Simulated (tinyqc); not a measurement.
Inside a calculation. Model: MOSFET in the linear regime without short-channel effects, parameter extraction from computed curves.

Computed by the program tinyqc: `OMP_NUM_THREADS=1 python tinyqc.py 2210153 2210154 out.jsonl`, one thread of a shared Intel Xeon 2.30GHz, about 0.01 s for the whole run. Printed values are rounded.

Inversion charge Q = Cox n Vt W0(exp((Vg - VT)/(n Vt))), W0 the Lambert function and n = nf; u = Q/Cox; mobility mu = mu0/(1 + th1 u + th2 u^2); channel resistance Rch = (L - dL)/(W mu Q); Id = Vd/(Rch + Rsd/W). Cox = eps0 eox/tox. Small Vd, no channel-length or drain effects.

Inputs (values chosen for the exercise); channel values of the order met in silicon transistors: temperature T = 300 K; relative permittivity of the gate insulator (close to silicon nitride) eox = 7.3; insulator thickness tox = 11 nm; low-field mobility mu0 = 240 cm^2/(V s); first mobility attenuation factor th1 = 0.56 1/V; second mobility attenuation factor th2 = 0 1/V^2; threshold voltage VT = 0.49 V; body factor nf = 1.29; gate width W = 1 um; drawn gate length L = 0.057 um; drawn less effective length dL = 0.017 um; source plus drain resistance Rsd = 190 ohm um; drain voltage Vd = 0.025 V.

Constants: q = 1.602176634e-19 C, kB = 1.380649e-23 J/K, Vt = kB T/q, eps0 = 8.8541878128e-14 F/cm where lengths are in cm. Results are converted to the units shown.

## Transfer curve

Vg, point 0 to 10 (V): 0.25  0.37  0.49  0.61  0.73  0.85  0.97  1.09  1.21  1.33  1.45

u, mu, Rch and Id as defined.

```
point	u (V)	mu (cm^2/(V s))	Rch (ohm)	Id (uA)
0	2.49640e-5	239.997	1.13622e7	0.00220025
1	8.88767e-4	239.881	3.19299e5	0.0782499
2	0.0189137	237.485	15155.5	1.62915
3	0.0877399	228.760	3391.59	6.98013
4	0.183190	217.670	1707.19	13.1774
5	0.288091	206.659	1143.39	18.7491
6	0.397367	196.315	872.642	23.5263
7	0.509103	186.756	715.979	27.5945
8	0.622402	177.970	614.560	31.0729
9	0.736776	169.900	543.816	34.0685
10	0.851933	162.482	491.778	36.6688
```

## Threshold and mobility at the peak transconductance

gm_i = (Id_(i+1) - Id_(i-1))/(Vg_(i+1) - Vg_(i-1)); at the point j of largest gm the tangent meets the axis at V_ext = Vg_j - Id_j/gm_j; field-effect mobility gm_j L/(W Cox Vd) with the drawn L.

gm, point 1 to 9 (uS): 6.77895  28.7578  48.1178  49.0376  43.1202  36.8555  31.4443  26.9751  23.3164
j = 4
V_ext = 0.461279 V
field-effect mobility = 190.276 cm^2/(V s)

V_ext is 29 mV below the model VT, and the mobility so found is 44 % below mu0 L/(L - dL) = 342 cm^2/(V s), the value for the drawn L; attenuation, series resistance and the slow approach of Q to a straight line all lower the peak gm.

## The Y function

Y_i = Id_i/sqrt(gm_i). For Id = beta Vd x/(1 + th x), x = Vg - VT, Y = sqrt(beta Vd) x whatever th. Slope s from points 6 and 9; VT_Y = Vg - Y/s at point 9; beta = s^2/Vd; mobility beta L/(W Cox) with the drawn L; th* = (beta Vd x/Id - 1)/x at point 9.

Y, point 1 to 9 (uA^0.5 V^0.5): 0.0300540  0.303796  1.00626  1.88177  2.85523  3.87527  4.92098  5.98273  7.05540
s = 8.83371 uA^0.5 V^-0.5
VT_Y = 0.531309 V
beta = 3121.38 uA/V^2
mobility from Y = 302.790 cm^2/(V s)
th* = 1.03847 1/V

The mobility from Y is 11 % below mu0 L/(L - dL) = 342 cm^2/(V s), which it should reach in deep inversion when th2 = 0. th* compares with th1 + mu0 Cox Rsd/(L - dL) = 1.23 1/V, since series resistance enters like th1. The match is poor here: at these overdrives Q is not yet a straight line in Vg.
